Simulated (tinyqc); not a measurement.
Decay of LO phonons and the hot-phonon bottleneck in the cooling of electrons: one step, computed by the program tinyqc.

n(E, T) = 1/(exp(E/(k_B T)) - 1) is the Bose occupation. Electrons have a temperature T_e; the LO modes within their reach share one occupation N; the decay products stay at the lattice temperature.

Problem. Lifetime and Raman width. Decay rate 1/tau = (1/tau_0) [1 + n(f hbar omega) + n((1 - f) hbar omega)]. Full width Gamma = 1/(2 pi c tau) in 1/cm, c in cm/s.

Inputs (values chosen for the exercise, modelled on gallium arsenide): LO energy hbar omega = 36 meV; lifetime at T = 0, tau_0 = 8 ps; share f of the energy in the softer product = 0.42; lattice temperature T = 77 K.

Decay channel: two unequal phonons (Ridley).

Constants: k_B = 8.617333262e-05 eV/K; c = 299792458 m/s.

Give: thermal factor tau_0/tau; phonon lifetime tau; Raman width Gamma; equilibrium LO occupation N_0.

Solution.

thermal factor tau_0/tau = 1.159

phonon lifetime tau = 6.902 ps

Raman width Gamma = 0.7691 1/cm

equilibrium LO occupation N_0 = 0.004422

Stimulated decay shortens the lifetime by 14 %.
